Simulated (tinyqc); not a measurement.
Local against global planarity over time: chemical-mechanical planarisation: Preston law, pattern density and step-height reduction. Computed by tinyqc, a small Python program. Command: `OMP_NUM_THREADS=1 python tinyqc.py 3027234 3027235 out.jsonl cmp walk`. One thread of a shared host (Intel(R) Xeon(R) Processor @ 2.30GHz), about 0.01 s of CPU time with the checks.

A row of 10 cells, repeated periodically, holds raised features that cover a share rho of each cell.

Inputs (values chosen for the exercise, close to those used for copper polishing):
```
quantity                          value  unit
Preston coefficient K           1.8e-13  1/Pa
pressure P                           18   kPa
platen and carrier speed             40   rpm
distance between the centres         16    cm
initial step height h0              390    nm
contact height h_c                   99    nm
film above the raised areas z0      640    nm
cell size                             2    mm
planarisation length                2.4    mm
```

local pattern densities, cell by cell: 0.6  0.7  0.2  0.4  0.4  0.25  0.7  0.25  0.9  0.7

Method:
- With equal rotation speeds the relative speed is uniform, v = omega r_c; Preston rate R0 = K P v.
- The stiff pad averages the density: rho_eff(i) = sum_j w_ij rho_j / sum_j w_ij, w = exp(-2 d^2/L^2), L the planarisation length and d the distance between cell centres, summed over all periodic images of cell j.
- While h > h_c only raised areas polish, at R0/rho_eff, until t_c = rho_eff (h0 - h_c)/R0. After that h = h_c exp(-(t - t_c)/tau), tau = rho_eff h_c/R0; low areas polish at R0 (1 - h/h_c) and raised areas at R0 [1 + (1 - rho_eff) h/(rho_eff h_c)]. Removed from raised areas after t_c: h0 - h_c + R0 (t - t_c) + (1 - rho_eff)(h_c - h); from low areas: R0 (t - t_c) - rho_eff (h_c - h). Film left = z0 less the removal from raised areas.
- Times are multiples of h0/R0; the range is the largest minus the smallest removal from raised areas.

effective densities: 0.632847  0.599916  0.317408  0.367281  0.375428  0.349701  0.550771  0.433232  0.758020  0.715396

blanket rate R0 = 2.17147 nm/s

Steps and range (nm):
```
multiple   t (s)  largest step  smallest step  range across the row  mean removal from raised areas
0.10       17.96        338.55         267.13                 71.42                           83.79
0.20       35.92        287.10         144.26                142.84                          167.58
0.30       53.88        235.65          45.20                198.01                          248.85
0.45       80.82        158.48           7.03                205.39                          342.24
0.60      107.76         82.79           1.09                191.13                          415.82
0.80      143.68         29.28           0.09                178.86                          500.46
1.00      179.60         10.36           0.01                174.34                          580.31
1.30      233.48          2.18           0.00                172.37                          697.96
1.70      305.32          0.27           0.00                171.90                          854.09
```

What follows from these numbers?

Local steps shrink to 0.27 nm or less, but the range across the row reaches up to 205.4 nm among these rows and ends at 171.9 nm, against the limit (largest - smallest rho_eff) h0 = 171.8 nm: once flat, all cells polish alike and the difference stays. Evener density (dummy fill), a longer planarisation length or a smaller initial step reduces it. Caution: in the last rows the removal passes z0 somewhere, so they describe a thicker film than the one given.

Extremes, crossings and ranges named in words are read from the listed rows.
